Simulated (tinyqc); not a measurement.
On-chip power grid, static voltage drop by conjugate gradients: one step of the calculation.

A grid of 3 rows and 4 columns, node k = 4 row + column. Neighbours in a row are joined by Rx, in a column by Ry; pad nodes, which reach the supply through Rp: 0, 8. Each node draws I0, node 8 draws kh I0. The drops u = Vdd - V solve G u = i, with G the conductance matrix (1/Rp added on the diagonal at pad nodes).

Task. Diagonal of G, loads and first direction. G_kk = sum of the conductances at node k. Start u = 0, so the residual is r = i; p = r.

Inputs (values chosen for the exercise):
- Rx = 1.8 ohm (resistance of a horizontal segment)
- Ry = 1.2 ohm (resistance of a vertical segment)
- Rp = 0.059 ohm (resistance from a pad node to the supply)
- I0 = 7.6 mA (load current of an ordinary node)
- kh = 8 (factor on the load at the hot node)

Give: G_kk; r at the start; p at the start.

Result.

G_kk (S):
```
        col 0   col 1   col 2   col 3
row 0  18.338  1.9444  1.9444  1.3889
row 1  2.2222  2.7778  2.7778  2.2222
row 2  18.338  1.9444  1.9444  1.3889
```

r at the start (mA):
```
        col 0   col 1   col 2   col 3
row 0  7.6000  7.6000  7.6000  7.6000
row 1  7.6000  7.6000  7.6000  7.6000
row 2  60.800  7.6000  7.6000  7.6000
```

p at the start (mA):
```
        col 0   col 1   col 2   col 3
row 0  7.6000  7.6000  7.6000  7.6000
row 1  7.6000  7.6000  7.6000  7.6000
row 2  60.800  7.6000  7.6000  7.6000
```

Program tinyqc, `OMP_NUM_THREADS=1 python tinyqc.py 2770131 2770132 out.jsonl`; Intel Xeon 2.30GHz, shared host, one thread, about 0.08 s.
